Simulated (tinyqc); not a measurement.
Approach to the steady line: permeation of metal atoms or ions through a thin barrier or dielectric: time lag, field-aided drift and lifetime. Computed by tinyqc, a small Python program. Command: `OMP_NUM_THREADS=1 python tinyqc.py 3009604 3009605 out.jsonl barrier walk`. One thread of a shared host (Intel(R) Xeon(R) Processor @ 2.30GHz), about 0.01 s of CPU time with the checks.

The film 0 < x < d is empty at first; C = C0 at x = 0 and C = 0 at x = d. dC/dt = D d2C/dx2 - v dC/dx with drift v = D z e V/(k_B T d) (uniform field, no space charge).

Inputs (values chosen for the exercise, for a model case: singly charged ions through a dielectric):

| quantity | value | unit |
|---|---|---|
| thickness d | 17 | nm |
| prefactor D0 | 3.6e-09 | cm^2/s |
| activation energy E | 0.765 | eV |
| concentration at the source side C0 | 3.3e+15 | 1/cm^3 |
| charge number z | 1 | - |
| voltage V (positive drives ions across) | 0.27 | V |
| test temperature T | 200 | C |

Constants: k_B = 8.617333262e-05 eV/K.

Method:
- D = D0 exp(-E/(k_B T)); time scale d^2/D; Peclet number P = z V/(k_B T), k_B T in eV; 1 nm = 1e-7 cm.
- Temperatures in kelvin are T(C) + 273.15.
- Steady flux J = (D C0/d) P/(1 - exp(-P)); time lag in units of d^2/D: s_L = [P (1 + exp(-P))/(1 - exp(-P)) - 2]/P^2 (P = 0: J = D C0/d, s_L = 1/6).
- Dose through the film Q(s) = C0 d {f (s - s_L) - 2 exp(P/2) sum_(n=1..200) (-1)^n n^2 pi^2 exp(-l_n s)/l_n^2}, l_n = n^2 pi^2 + P^2/4, f = P/(1 - exp(-P)) the relative flux.
- Short-time form for P = 0: Q/(C0 d) = 4 sqrt(s) ierfc(1/(2 sqrt(s))), ierfc(y) = exp(-y^2)/sqrt(pi) - y erfc(y).

Peclet number P = 6.62204

flux relative to D C0/d = 6.63087

time lag s_L = 0.105805

Q/(C0 d):

| s | series | steady line f (s - s_L) | series without field | short-time form, no field |
|---|---|---|---|---|
| 0.03 | 1.0123e-04 | -0.5027 | 4.8419e-06 | 4.8419e-06 |
| 0.05 | 4.9084e-03 | -0.3700 | 2.6934e-04 | 2.6934e-04 |
| 0.08 | 4.9530e-02 | -0.1711 | 3.2066e-03 | 3.2066e-03 |
| 0.12 | 1.9449e-01 | 0.0941 | 1.4887e-02 | 1.4887e-02 |
| 0.20 | 6.4390e-01 | 0.6246 | 6.1464e-02 | 6.1463e-02 |
| 0.30 | 1.2901e+00 | 1.2877 | 1.4382e-01 | 1.4379e-01 |
| 0.50 | 2.6139e+00 | 2.6139 | 3.3479e-01 | 3.3326e-01 |
| 0.80 | 4.6031e+00 | 4.6031 | 6.3341e-01 | 6.1838e-01 |
| 1.20 | 7.2555e+00 | 7.2555 | 1.0333e+00 | 9.7002e-01 |

The dose lies above the steady line at all times and, among these rows, is within 1 % of it from s = 0.3 on (the lag is s_L = 0.106); for a known P the intercept of that line gives D and its slope D C0. The field changes the dose by a factor 20.9 in the first row and 7.02 in the last; at short times the factor tends to exp(P/2) = 27.4.

Extremes, crossings and ranges named in words are read from the listed rows.
